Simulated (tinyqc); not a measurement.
Random telegraph noise from one oxide trap in a small MOSFET: two steps of the calculation.

An acceptor-like trap exchanges electrons with the channel. Inversion charge Q = Cox u, u = n Vt W0(exp((Vg - VT)/(n Vt))), W0 the Lambert function, n = nf, Cox = eps0 eox/tox; linear regime Id = (W/L) mu Q Vd. Relative to threshold the surface potential rises by Vt ln(u/u0) and the oxide voltage by the rest of Vg - VT, with u0 = n Vt W0(1).

Values chosen for this exercise; values of the order met in silicon transistors: temperature T = 300 K; relative permittivity of the gate insulator (close to zirconium oxide) eox = 24.7; insulator thickness tox = 11 nm; depth of the trap from the channel interface xt = 2.1 nm; trap level above the channel Fermi level at threshold E0 = 0.23 eV; capture prefactor s0 = 2e-16 cm^2; capture barrier (lattice relaxation) EB = 0.16 eV; tunnelling decay length lt = 0.1 nm; thermal velocity vth = 1.9e7 cm/s; thickness of the inversion layer zi = 3 nm; threshold voltage VT = 0.31 V; body factor nf = 1.37; gate voltage Vg = 1.12 V.

Constants: q = 1.602176634e-19 C, kB = 1.380649e-23 J/K, Vt = kB T/q, eps0 = 8.8541878128e-14 F/cm where lengths are in cm. Results are converted to the units shown.

Question 1. Trap level, time constants and occupancy. N = Cox u/q; dpsi = Vt ln(u/u0); E = E0 - dpsi - (xt/tox)(Vg - VT - dpsi); capture time tc = 1/[(N/zi) vth s0 exp(-xt/lt - EB/Vt)]; emission time te = tc exp(-E/Vt); occupancy te/(tc + te).

Find: u; N; dpsi; E; tc; te; occupancy.

Answer 1.

u = 0.70411 V
N = 8.7374e12 cm^-2
dpsi = 0.091953 V
E = 9.6570e-4 eV
tc = 5.8079 s
te = 5.5950 s
occupancy = 0.49066

The trap lies 0.037 Vt above the Fermi level, so it is empty most of the time.

Question 2. Lorentzian spectrum. Spectrum S(f) = 4 dI^2/{(tc + te)[(1/tc + 1/te)^2 + (2 pi f)^2]}; corner fc = (1/tc + 1/te)/(2 pi); variance dI^2 tc te/(tc + te)^2. Give S at f = 0, at fc and at 10 fc.

tc = 5.8079023 s
te = 5.5949501 s
dI = 22.114863 nA

Find: fc; S(0); S(fc); S(10 fc); rms current.

Answer 2.

fc = 0.05585 Hz
S(0) = 1.393e-15 A^2/Hz
S(fc) = 6.966e-16 A^2/Hz
S(10 fc) = 1.379e-17 A^2/Hz
rms current = 11.06 nA

The rms value is 0.500 of the step; it reaches its largest share, 1/2, when tc = te.

Range of the model: VT is taken as given; short-channel effects and the uneven flow of current among few electrons are left out.

Program tinyqc, `OMP_NUM_THREADS=1 python tinyqc.py 2710017 2710018 out.jsonl`; Intel Xeon 2.30GHz, shared host, one thread, about 0.01 s.
